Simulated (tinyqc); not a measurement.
# Ballistic Schottky-barrier transistor with a two-dimensional channel, WKB contacts: two studies

Source Fermi level 0, drain Fermi level -Vd. Far from the contacts Ec = pn - psi, and the gate moves psi one to one; the band edges relax as exp(-x/lam) from pn at the source and pn - Vd at the drain; Ev = Ec - Eg. A carrier of energy w inside the channel band meets at a contact a barrier of height D (the contact edge beyond the channel edge): T = 1 for w >= D, else exp(-S), S = 4 lam sqrt(m/C) [sqrt(D - w) - sqrt(w) arctan sqrt((D - w)/w)], C = hbar^2/(2 m0). The two contacts combine as Ts Td/(Ts + Td - Ts Td).

Inputs (values chosen for the exercise); channel values close to those of a black phosphorus layer:
- T = 300 K (temperature)
- Eg = 0.507 eV (band gap)
- pn = 0.3 eV (barrier for electrons at both contacts)
- mn = 0.16 m0 (electron mass)
- mp = 0.15 m0 (hole mass)
- g = 1 (valleys or subbands)
- lam = 2.9 nm (screening length at the contacts)
- Vd = 0.05 V (drain bias)

Constants: q = 1.602176634e-19 C, kB = 1.380649e-23 J/K, hbar = 1.054571817e-34 J s, h = 6.62607015e-34 J s, m0 = 9.1093837015e-31 kg, Vt = kB T/q, hbar^2/(2 m0) = 0.0380998212 eV nm^2. Results are converted to the units shown.

Each table varies one quantity; the others keep the values above.

## Ambipolar transfer curve

I/W = g (2 q^2/h) int T(w) [N(Es + w) - N(Ed + w)] dw with w the energy of motion along the channel, N(y) = (1/2 pi) sqrt(pi m kB T/C) Fm(-y/kB T), Fm(x) = (1/sqrt(pi)) int_0^infinity u^(-1/2)/(1 + exp(u - x)) du. Electrons: Ds = psi, Dd = psi - Vd, Es = Ec, Ed = Ec + Vd. Holes: Ds = -psi, Dd = Vd - psi, Es = -Ev, Ed = -Ev - Vd. The size of each current is taken; both flow from drain to source and add. The integrals are converged. Swing = d(psi)/d(log10 I).

Result of one run:
```
ps (V),electrons (uA/um),holes (uA/um),I (uA/um),swing (mV/decade)
0.23,0.1008,4.862e-5,0.1009,120.7
```

What becomes of these results when the band shift psi of the channel by the gate ps is changed from 0.23 to 0.06 V, all else the same?

Result of the changed run:
```
ps (V),electrons (uA/um),holes (uA/um),I (uA/um),swing (mV/decade)
0.06,0.004889,0.03488,0.03977,-72.59
```

The whole series:
```
ps (V),electrons (uA/um),holes (uA/um),I (uA/um),swing (mV/decade)
-0.17,2.025e-6,2.935,2.935,-134.6
-0.11,2.063e-5,1.024,1.024,-130.7
-0.05,2.101e-4,0.3587,0.3589,-132.0
0,0.001453,0.1465,0.1480,-128.6
0.06,0.004889,0.03488,0.03977,-72.59
0.11,0.01170,0.005043,0.01675,6253
0.17,0.03328,4.952e-4,0.03377,135.3
0.23,0.1008,4.862e-5,0.1009,120.7
0.28,0.2673,7.028e-6,0.2673,116.6
0.34,0.8542,6.900e-7,0.8542,124.6
0.39,2.015,9.975e-8,2.015,146.6
0.45,4.643,9.794e-9,4.643,188.5
```

I goes from 2.93 through a minimum of 0.0167 (at ps = 0.11 V among the rows listed) to 4.64 uA/um; the exact minimum lies at psi = 0.109 V. Holes carry the left branch and electrons the right. The ratio of the last row to the smallest is 277 and of the first row 175, with barriers of 0.3 eV for electrons and 0.207 eV for holes. The steepest swing among the rows is 72.6 mV/decade, against the thermionic limit 59.5.

## Barrier height from the temperature dependence

Same model as above.

The apparent barrier is -d ln(I_e/T^1.5)/d(q/kB T), taken between T - 10 K and T + 10 K for the electron current.

Barrier height from the temperature dependence:
```
ps (V),electrons (uA/um),Ec (eV),apparent barrier (eV)
-0.25,9.17e-8,0.550,0.542
-0.18,1.38e-6,0.480,0.472
-0.11,2.06e-5,0.410,0.402
-0.04,3.09e-4,0.340,0.332
0,0.00145,0.300,0.292
0.1,0.00985,0.200,0.232
0.17,0.0333,0.130,0.186
0.24,0.122,0.060,0.132
0.31,0.482,-0.010,0.074
0.38,1.72,-0.080,0.026
0.45,4.64,-0.150,0.000
```

What does the comparison show?

For psi < 0 the channel edge is the highest point, and the apparent barrier follows Ec one to one (0.542 eV against 0.550). At flat band it is 0.292 eV (psi = 0 V), near pn = 0.3 eV. Beyond, the top stays at pn but tunnelling lowers the apparent value to -1.21e-4 eV in the last row, so only the point where the line bends gives the true barrier.

Range of the model: No scattering, image-force lowering, channel charge or band-to-band tunnelling; parabolic kappa overstates S deep in the gap.

Computed by the program tinyqc: `OMP_NUM_THREADS=1 python tinyqc.py 2390059 2390060 out.jsonl`, one thread of a shared Intel Xeon 2.30GHz, about 0.2 s for the whole run.
